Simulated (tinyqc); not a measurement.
Mass anisotropy: shallow donor in an anisotropic valley (effective-mass theory).

One valley: H = -c [(d2/dx2 + d2/dy2)/mt + (d2/dz2)/ml] - q/(eps r), c = hbar^2/2m0, q = e^2/(4 pi eps0). Trial function exp(-sqrt((x^2 + y^2)/a^2 + z^2/b^2)) with a > b: T = (c/3)(2/(mt a^2) + 1/(ml b^2)), V = -(q/eps) atan(u/b)/u, u = sqrt(a^2 - b^2). The central cell of the impurity is left out.

Constants: hbar^2/2m0 = 3.80998211 eV angstrom^2; e^2/(4 pi eps0) = 14.39964547 eV angstrom; Ry = 13.60569312 eV; a0 (Bohr radius) = 0.5291772105 angstrom.

Parameters, chosen for this exercise (out of a larger set: near those of a group-V donor in Si; not measured data): mt = 0.191 m0 (transverse mass); eps = 11.2 (dielectric constant); xs = (1.4, 1.7, 4, 5.2, 8, 25, 52, 240) (ratios ml/mt).

mt and eps fixed, ml varied. Energies in units of Ry*(mt) = Ry mt/eps^2 and lengths in a*(mt) = a0 eps/mt; the last two columns use one mass, 3/(1/ml + 2/mt) or (ml mt^2)^(1/3).

Results:
```
ml/mt   a/a*    b/a  binding  conductivity mass  density-of-states mass
1.40   0.932  0.887    1.115              1.105                   1.119
1.70   0.897  0.828    1.183              1.159                   1.193
4.00   0.771  0.613    1.496              1.333                   1.587
5.20   0.739  0.559    1.595              1.368                   1.732
8.00   0.694  0.481    1.756              1.412                   2.000
25.0   0.605  0.325    2.167              1.471                   2.924
52.0   0.564  0.253    2.409              1.486                   3.733
240    0.507  0.151    2.833              1.497                   6.214
```

What can be read from this table?

The binding grows from 1.11 to 2.83 Ry*(mt); for ml going to infinity the exact problem becomes two-dimensional, with 4 Ry*. The conductivity mass saturates at 1.5 and underbinds, by 14 % at ml/mt = 5.2; the density-of-states mass errs by +9 % there and by +119 % in the last row. With these mt and eps one unit is 20.72 meV.

(tinyqc, `OMP_NUM_THREADS=1 python tinyqc.py 1251295 1251296 out.jsonl`, Intel(R) Xeon(R) Processor @ 2.30GHz, 1 thread, shared host, about 0.01 s.)
